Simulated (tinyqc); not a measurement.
Inside a calculation. Method: UKS/B3LYP (VWN-RPA form) in the sto-6g basis, for H4, spin multiplicity 3. One step of it, computed by the program tinyqc.

Question. Iteration 2: building the Kohn-Sham matrix. J_ij = sum D_kl (ij|kl) with D = D(alpha) + D(beta), K_ij = sum D_kl (ik|jl) for each spin; F = H + J - 0.2 K(s) + V_xc; E = tr D H + tr D J / 2 - 0.1 sum_s tr D(s) K(s) + E_xc + E_nn.

D(alpha) after iteration 1:
```
           1H 1s      2H 1s      3H 1s      4H 1s
1H 1s   0.805131   0.372290  -0.108516  -0.541357
2H 1s   0.372290   0.805131  -0.541357  -0.108516
3H 1s  -0.108516  -0.541357   0.805131   0.372290
4H 1s  -0.541357  -0.108516   0.372290   0.805131
```

D(beta) after iteration 1:
```
          1H 1s     2H 1s     3H 1s     4H 1s
1H 1s  0.131887  0.131887  0.131887  0.131887
2H 1s  0.131887  0.131887  0.131887  0.131887
3H 1s  0.131887  0.131887  0.131887  0.131887
4H 1s  0.131887  0.131887  0.131887  0.131887
```

core Hamiltonian H = T + V (hartree):
```
           1H 1s      2H 1s      3H 1s      4H 1s
1H 1s  -1.619353  -0.458723  -1.060677  -0.326444
2H 1s  -0.458723  -1.619353  -0.326444  -1.060677
3H 1s  -1.060677  -0.326444  -1.619353  -0.458723
4H 1s  -0.326444  -1.060677  -0.458723  -1.619353
```

Two-electron integrals (ij|kl) in chemists' order, unique and non-zero (hartree):
```
(11|11) 0.774999   (21|11) 0.115097   (21|21) 0.027154   (22|11) 0.325692
(22|21) 0.115097   (22|22) 0.774999   (31|11) 0.332122   (31|21) 0.053852
(31|22) 0.163035   (31|31) 0.178786   (32|11) 0.067703   (32|21) 0.016512
(32|22) 0.071822   (32|31) 0.037554   (32|32) 0.011575   (33|11) 0.493936
(33|21) 0.087281   (33|22) 0.282357   (33|31) 0.332122   (33|32) 0.071822
(33|33) 0.774999   (41|11) 0.071822   (41|21) 0.016512   (41|22) 0.067703
(41|31) 0.037554   (41|32) 0.011420   (41|33) 0.067703   (41|41) 0.011575
(42|11) 0.163035   (42|21) 0.053852   (42|22) 0.332122   (42|31) 0.087812
(42|32) 0.037554   (42|33) 0.163035   (42|41) 0.037554   (42|42) 0.178786
(43|11) 0.087281   (43|21) 0.020794   (43|22) 0.087281   (43|31) 0.053852
(43|32) 0.016512   (43|33) 0.115097   (43|41) 0.016512   (43|42) 0.053852
(43|43) 0.027154   (44|11) 0.282357   (44|21) 0.087281   (44|22) 0.493936
(44|31) 0.163035   (44|32) 0.067703   (44|33) 0.325692   (44|41) 0.071822
(44|42) 0.332122   (44|43) 0.115097   (44|44) 0.774999
```

nuclear repulsion = 2.34029539 hartree

V_xc(alpha) (hartree):
```
           1H 1s      2H 1s      3H 1s      4H 1s
1H 1s  -0.403019  -0.071400  -0.196370  -0.048162
2H 1s  -0.071400  -0.403019  -0.048162  -0.196370
3H 1s  -0.196370  -0.048162  -0.403019  -0.071400
4H 1s  -0.048162  -0.196370  -0.071400  -0.403019
```

V_xc(beta) (hartree):
```
           1H 1s      2H 1s      3H 1s      4H 1s
1H 1s  -0.325438  -0.061361  -0.164501  -0.042078
2H 1s  -0.061361  -0.325438  -0.042078  -0.164501
3H 1s  -0.164501  -0.042078  -0.325438  -0.061361
4H 1s  -0.042078  -0.164501  -0.061361  -0.325438
```

E_xc = sum of w rho eps_xc = -1.19737421 hartree

Give: Coulomb J; exchange K(alpha); exchange K(beta); F(alpha); F(beta); total energy of this density.

Answer.

Coulomb J (hartree):
```
       1H 1s  2H 1s  3H 1s  4H 1s
1H 1s  1.872  0.406  0.987  0.279
2H 1s  0.406  1.872  0.279  0.987
3H 1s  0.987  0.279  1.872  0.406
4H 1s  0.279  0.987  0.406  1.872
```

exchange K(alpha) (hartree):
```
       1H 1s  2H 1s  3H 1s  4H 1s
1H 1s  0.701  0.193  0.440  0.091
2H 1s  0.193  0.701  0.091  0.440
3H 1s  0.440  0.091  0.701  0.193
4H 1s  0.091  0.440  0.193  0.701
```

exchange K(beta) (hartree):
```
       1H 1s  2H 1s  3H 1s  4H 1s
1H 1s  0.296  0.179  0.250  0.167
2H 1s  0.179  0.296  0.167  0.250
3H 1s  0.250  0.167  0.296  0.179
4H 1s  0.167  0.250  0.179  0.296
```

F(alpha) (hartree):
```
        1H 1s   2H 1s   3H 1s   4H 1s
1H 1s  -0.291  -0.163  -0.358  -0.113
2H 1s  -0.163  -0.291  -0.113  -0.358
3H 1s  -0.358  -0.113  -0.291  -0.163
4H 1s  -0.113  -0.358  -0.163  -0.291
```

F(beta) (hartree):
```
        1H 1s   2H 1s   3H 1s   4H 1s
1H 1s  -0.132  -0.150  -0.288  -0.122
2H 1s  -0.150  -0.132  -0.122  -0.288
3H 1s  -0.288  -0.122  -0.132  -0.150
4H 1s  -0.122  -0.288  -0.150  -0.132
```

total energy of this density = -1.94496 hartree
